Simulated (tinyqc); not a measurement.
Changing the band width W: Stoner model of a band magnet at zero temperature. Computed by tinyqc, a small Python program. Command: `OMP_NUM_THREADS=1 python tinyqc.py 3004351 3004352 out.jsonl stoner sweep`. One thread of a shared host (Intel(R) Xeon(R) Processor @ 2.30GHz), about 0.08 s of CPU time with the checks.

Five orbitals per spin share one band; u = (E - E_bottom)/W runs from 0 to 1, and the states per spin, atom and energy are g = 5 d(u)/W with d = (8/pi) sqrt(u (1 - u)). N(u) is the integral of d from 0. The moment m = n_up - n_down (electrons per atom) moves the fillings to n +/- m/10; the energy is E(m) = E_band(m) - I m^2/4.

Inputs (values chosen for the exercise, for a model d band):
```
quantity,value,unit
filling n per spin orbital,0.84,-
Stoner parameter I,1.28,eV
start moment m0,0.25,mu_B
largest number of steps,600,-
```

Density of states: semi-elliptic.

Method. Solve N(u_F) = n; g_F = 5 d(u_F)/W; the Stoner product is I g_F. Split the bands by Delta = I m, find the common Fermi level that keeps 10 n electrons, and read m(out) = 5 [N(u + Delta/(2W)) - N(u - Delta/(2W))], N clipped to 0 and 1. Start from m0 (at most 0.9 m_max, m_max = 10 min(n, 1 - n)); stop when m changes by less than 1e-8; moments under 1e-5 count as 0.

One run for each value:
```
band width W (eV),moment m (mu_B),Stoner product I g_F,g_F (1/eV)
4.49,1.6000,1.4963,1.1690
5.22,1.6000,1.2870,1.0055
5.95,1.5601,1.1291,0.8821
7.42,0.0000,0.9054,0.7074
8.15,0.0000,0.8243,0.6440
8.88,0.0000,0.7566,0.5911
9.62,0.0000,0.6984,0.5456
10.40,0.0000,0.6460,0.5047
```

Over the rows, moment m (mu_B) falls from 1.60 to 0, flat over part of the range; Stoner product I g_F falls from 1.50 to 0.646 (exponent d ln y / d ln x about -1.0 throughout); g_F (1/eV) falls from 1.17 to 0.505 (exponent d ln y / d ln x about -1.0 throughout). Compression widens the band and lowers g_F as 1/W, which is how pressure quenches a band moment. Left out: 6.68 (too near the Stoner point).

Extremes, crossings and ranges named in words are read from the listed rows.
